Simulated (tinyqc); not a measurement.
Inside a calculation. Model: a double barrier with mass mismatch, transfer matrices.

Program tinyqc, `OMP_NUM_THREADS=1 python tinyqc.py 2560045 2560046 out.jsonl`; Intel Xeon 2.30GHz, shared host, one thread, about 0.03 s. Printed values are rounded.

One electron of energy E comes from the left lead (band edge 0); no transverse momentum. Parabolic bands, masses in units of m0, C = hbar^2/(2 m0); psi and psi'/m are continuous at every interface. Barrier d1, well Lw, barrier d2; the right lead equals the left one.

Values chosen for this exercise; masses and offsets close to those of InGaAs wells and InAlAs barriers:
- mL = 0.041 m0 (mass in the left lead)
- U1 = 0.52 eV (barrier height)
- m1 = 0.073 m0 (barrier mass)
- d1 = 2.5 nm (width of the first barrier)
- Lw = 3.6 nm (well width (edge 0, mass mL))
- d2 = 1.2 nm (width of the second barrier)
- E = 0.646 eV (electron energy)

Constants: q = 1.602176634e-19 C, hbar = 1.054571817e-34 J s, m0 = 9.1093837015e-31 kg, hbar^2/(2 m0) = 0.0380998212 eV nm^2. Results are converted to the units shown.

Range of the model: Masses are held fixed, although real bands cease to be parabolic a few tenths of an eV from their edges (inside a barrier too).

## Wave numbers

k = sqrt(m (E - U)/C) where E > U, K = sqrt(m (U - E)/C) where E < U; v = k/m in the leads.

Layers:
```
   U (eV)  m (m0)  d (nm)  k or K (1/nm)  which
1    0.52   0.073     2.5       0.491344      k
2       0   0.041     3.6       0.833771      k
3    0.52   0.073     1.2       0.491344      k
```

vL = 20.3359 1/nm
vR = 20.3359 1/nm

## Matrices of the layers

For the pair (psi, psi'/m) a flat layer has M = [[cos kd, (m/k) sin kd], [-(k/m) sin kd, cos kd]] with k = sqrt(m (E - U)/C) above its edge U, and M = [[cosh Kd, (m/K) sinh Kd], [(K/m) sinh Kd, cosh Kd]] with K = sqrt(m (U - E)/C) below it. M12 is in nm, M21 in 1/nm.

M of layer 1:
```
          1         2
1  0.335784  0.139946
2  -6.33994  0.335784
```

M of layer 2:
```
           1           2
1  -0.990214  0.00686277
2   -2.83808   -0.990214
```

M of layer 3:
```
          1          2
1  0.831156  0.0826119
2  -3.74255   0.831156
```

## Product of the matrices

The matrix of the later layer stands to the left: M = M_n ... M_2 M_1; det M = 1.

M:
```
          1           2
1  0.127380   -0.173543
2   5.83306  -0.0964706
```

## Transmission and reflection

The matrix M carries (psi, psi'/m) across the stack, and v = k/m in each lead. psi = 1 + r at the left edge (incident amplitude 1) and t at the right edge. With det M = 1, a = i vR M11 - M21 and b = -vL vR M12 - i vL M22: t = 2 i vL/(a - b), r = -(a + b)/(a - b), T(E) = (vR/vL) |t|^2, R(E) = |r|^2.

t = 0.004245-0.524076i
r = 0.849135+0.065539i
T(E) = 0.274674
R(E) = 0.725326

T(E) + R(E) = 1: the current is conserved.
